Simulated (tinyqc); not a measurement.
Oxide trap near a transistor channel: two-state multiphonon kinetics, telegraph noise and bias instability: one step, computed by the program tinyqc.

An n-channel device under positive gate bias. The trap is empty (state 1) or holds an electron (state 2); both states are parabolas of equal curvature, and the electron reservoir is taken at the Fermi level of the channel.

Question. Many traps: 1/f noise. McWhorter number fluctuations for traps uniform in depth and energy: S_V = e^2 k_B T N_t lambda/(W L C_ox^2 f), C_ox = eps_ox eps_0/t_ox. The number of traps within k_B T in energy and one decade in time is N_t k_B T lambda ln(10) W L.

Inputs (values chosen for the exercise, with an insulator like Al2O3 on silicon):
```
quantity                     value         unit
insulator constant eps_ox      9.3            -
insulator thickness t_ox       1.7           nm
oxide field F                  6.4        MV/cm
temperature T                  250            K
channel width W                 88           nm
channel length L               270           nm
frequency f                     30           Hz
trap density N_t           5.9e+17  cm^-3 eV^-1
```

Parts treated: one trap and an ensemble.

attenuation length lambda = 0.1135143 nm

Constants: eps_0 = 8.8541878128e-12 F/m; e = 1.602176634e-19 C; k_B = 8.617333262e-05 eV/K.

Give: C_ox; 1/f noise S_V(f); active traps per decade.

Answer.

C_ox = 4.8438 microF/cm^2

1/f noise S_V(f) = 2.2146e-11 V^2/Hz

active traps per decade = 0.078936

With less than one active trap per decade a single device shows separate Lorentzians; 1/f is only the average over many devices. Caution: a field 1.5 times as high comes near the usual breakdown field of such an insulator. Caution: N_t k_B T lambda ln(10) W L, the number of active traps per decade, is below one, so S_V is only the mean over many devices.
